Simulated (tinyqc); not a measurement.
Worked calculation: geometry optimisation on the B3LYP (VWN-RPA form)/sto-3g surface (energies and gradients from PySCF), for BeH+, spin multiplicity 1. One step of it, computed by the program tinyqc.

Question. Step 1: move. Quasi-Newton step p = -H^(-1) g (first H = 0.6 times the unit matrix); steps longer than 0.3 bohr are cut back.

positions at the start (bohr):
```
,x,y,z
1Be,0.000000,0.000000,0.000000
2H,0.000000,0.000000,2.159957
```

gradient (hartree/bohr):
```
,x,y,z
1Be,0.00000000,0.00000000,0.10652938
2H,0.00000000,0.00000000,-0.10652941
```

Give: positions after step 1.

Answer.

positions after step 1 (bohr):
```
,x,y,z
1Be,0.000,0.000,-0.178
2H,0.000,0.000,2.338
```
